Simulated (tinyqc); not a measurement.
Inside a calculation: configuration-coordinate model of carrier capture at a defect. Values are carried at full precision from step to step, so a last printed digit may differ when a step is redone from the rounded ones.

Two parabolas of equal curvature k in one coordinate Q: with the carrier free at the band edge, U_f = k Q^2/2; with the carrier trapped, U_t = k (Q - dQ)^2/2 - ET. ER = k dQ^2/2, Huang-Rhys factor S = ER/hw, hw = 0.0646541 sqrt(k/M) eV for k in eV/angstrom^2 and M in u. The curves cross at a height Eb = (ER - ET)^2/(4 ER) above the free minimum.

Constants: kB = 8.617333262e-05 eV/K.

Values chosen for the exercise (of the size met at a vacancy centre in SiC; the results hold for these values, not for the real material): ET = 1.02 eV (thermal depth of the level below the band edge); ER = 0.44 eV (relaxation energy); hw = 0.055 eV (phonon energy of the mode); M = 70 u (mass of the mode); T = 300 K (temperature); nu = 1e+13 1/s (attempt rate).

## The two parabolas

Form S, k, dQ, the crossing point Qc = (ER - ET)/(k dQ), Eb, and the emission barrier Eb + ET.

S = 8.000
k = 50.6560 eV/angstrom^2
dQ = 0.1318 angstrom
Qc = -0.0869 angstrom

barriers (eV): capture 0.1911, emission 1.2111

ER < ET: the crossing lies on the far side of the free minimum (the inverted case), where tunnelling between vibrational states can matter much if Eb is well above hw.

## Optical transitions

Vertical ionisation from the trapped minimum costs ET + ER; vertical capture from the free minimum releases ET - ER (none if negative); the band has a standard deviation sqrt(S hw^2 coth(hw/2kT)) with S = ER/hw, and a full width 2.35482 times that.

energies (eV): ionisation peak 1.460, zero-phonon 1.020, emission peak 0.580

coth(hw/2kT) = 1.2705
standard deviation = 0.1753 eV
full width = 0.4129 eV

Radiative capture would peak at 0.580 eV. The optical peak exceeds the thermal depth by a factor 1.43.

## The multiphonon factor

Multiphonon factor for giving p = ET/hw phonons to the lattice: W = exp(-S (2 nb + 1)) ((nb + 1)/nb)^(p/2) I_p(x), nb = 1/(exp(hw/kT) - 1), x = 2 S sqrt(nb (nb + 1)), I_p the modified Bessel function. Classical limit: W = hw exp(-Eb/kT)/sqrt(4 pi ER kT). At T = 0: exp(-S) S^p/Gamma(p + 1).

Form p, nb, x and ln W, the classical ln W, and the capture time 1/(nu W).

p, nb, x: [18.5455, 0.1352, 6.2695]

ln W: quantum -6.745, classical -9.321

capture time = 8.50e-11 s

The quantum factor is 13.1 times the classical one at kT/hw = 0.47: nuclear tunnelling rules.

## Emission by detailed balance

For equal degeneracies and one band-edge state, emission time = capture time x exp(ET/kT).

ET/kT = 39.455
log10 of the emission time in s = 7.06

## Checks

- Ln W for the nearest whole p against the double Poisson sum over emitted and absorbed phonons: both -7.09855.

Run: tinyqc, `OMP_NUM_THREADS=1 python tinyqc.py 1480335 1480336 out.jsonl`; Intel(R) Xeon(R) Processor @ 2.30GHz, one thread, shared host; about 0.01 s of CPU time with all checks.
